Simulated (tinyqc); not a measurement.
Worked calculation: Rayleigh-quotient iteration on a symmetric matrix. Computed by tinyqc, a small Python program that keeps every step. Settings: method = rayleigh, shift = 1.82. Command: `OMP_NUM_THREADS=1 python tinyqc.py 28270 28271 out.jsonl` (the two numbers bound the seeds that draw the settings). One thread of a shared host (Intel(R) Xeon(R) Processor @ 2.60GHz), about 0.01 s of CPU time with the checks.

## Step 1

A, lower triangle:
```
         1        2        3        4        5       6
1   0.0590
2  -0.0260   1.2100
3   0.3550   0.5330   1.2180
4   0.1180  -1.1970   0.4750   1.7780
5  -0.0420   0.8980  -0.3070   0.4010   2.1320
6   0.1030   0.2490   0.2960  -0.9420  -0.5590  3.5340
```

vector v at the start: 0.4082  0.4082  0.4082  0.4082  0.4082  0.4082

shift = 1.8200

solve (A - shift) w = v; v' = w/|w| with its largest component positive (the first on a tie); lambda = v'^T A v'; the next shift is lambda.

vector after step 1: 0.1455  0.0245  0.5191  0.6069  0.4374  0.3862

Rayleigh quotient after step 1 = 1.8634

## Step 2

As before.

vector after step 2: 0.1560  0.0255  0.5313  0.6121  0.4189  0.3778

Rayleigh quotient after step 2 = 1.8635

## Course of the iteration

Stop when the residual |A v - lambda v| is below 1e-9.

Steps:
```
step    lambda  residual
1     1.863449  2.52e-02
2     1.863503  1.42e-06
3     1.863503  2.79e-16
```

all eigenvalues, for comparison: -0.5193  -0.0099  1.5049  1.8635  2.8366  4.2551

Converged in 3 steps.
